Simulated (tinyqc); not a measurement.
# Six-transistor SRAM cell, nodal equations and margins: effect of the n-channel threshold

Two cross-coupled inverters (pull-down bn, pull-up bp) hold the nodes Q and QB; access transistors (ba, threshold VTn, gate on the word line at Vdd when selected) join them to the bit lines. Transistor (EKV form, voltages against the body): I = 2 n b Vt^2 [F(vp - Vs) - F(vp - Vd)] from drain to source, F(v) = ln^2(1 + exp(v/(2 Vt))), vp = (Vg - VT + sg |Vd - Vs|)/n. n-channel bodies are at 0; for the p-channel device all voltages are counted down from Vdd. b in uA/V^2 gives I in uA. For an access transistor the bit line is the drain and the node the source. In a read both bit lines are at Vdd. The cell is symmetric (no mismatch).

f(x) is the node voltage of one half-cell for input x: In = Ip in hold, In = Ip + Ia in a read. Static noise margin: side of the largest square between the curve (x, f(x)) and its mirror image (f(y), y); with h(c) the root x of f(x) - x = c, it is the maximum over c > 0 of h(c) - h(-c) + c. Q is the low node in a read and Iread the current of its access transistor. The write trip is the voltage to which the bit line of the high node must fall (the other staying at Vdd) for that state to vanish; higher is easier, and a negative value means that a grounded bit line does not write.

Parameters, values chosen for the exercise:
```
symbol  value    unit                                  meaning
T         300       K                              temperature
Vdd         1       V                           supply voltage
n        1.16                                     slope factor
sg      0.081                   drain-induced barrier lowering
VTp      0.26       V          p-channel threshold (magnitude)
bn        180  uA/V^2  gain factor of the pull-down transistor
ba        150  uA/V^2     gain factor of the access transistor
bp         62  uA/V^2    gain factor of the pull-up transistor
```

Constants: q = 1.602176634e-19 C, kB = 1.380649e-23 J/K, Vt = kB T/q. Results are converted to the units shown.

Effect of the n-channel threshold:
```
VTn (V)  hold margin (mV)  read margin (mV)  Q in a read (mV)  Iread (uA)  write trip (mV)
0.2                 298.6             75.25             207.5       25.13            488.5
0.26                323.6             113.7             191.3       22.02            414.5
0.32                345.4             149.8             177.7       18.89            355.0
0.38                362.2             182.5             164.7       15.94            303.3
0.44                371.1             210.8             151.9       13.24            254.9
0.5                 368.1             234.7             139.2       10.78            207.7
```

As VTn goes from 0.2 to 0.5 V, the read margin rises from 75.2 to 235 mV, the write trip falls from 488 to 208 mV and Iread falls from 25.1 to 10.8 uA. The read margin is 0.25 of the hold margin in the first row and 0.64 in the last. Read stability and write ability pull in opposite directions. At VTn = 0.2 V the read margin is under 100 mV, which threshold mismatch, left out here, can use up in a large array.

tinyqc, about 0.1 s, one thread, Intel Xeon 2.30GHz (shared host): `OMP_NUM_THREADS=1 python tinyqc.py 2340001 2340002 out.jsonl`
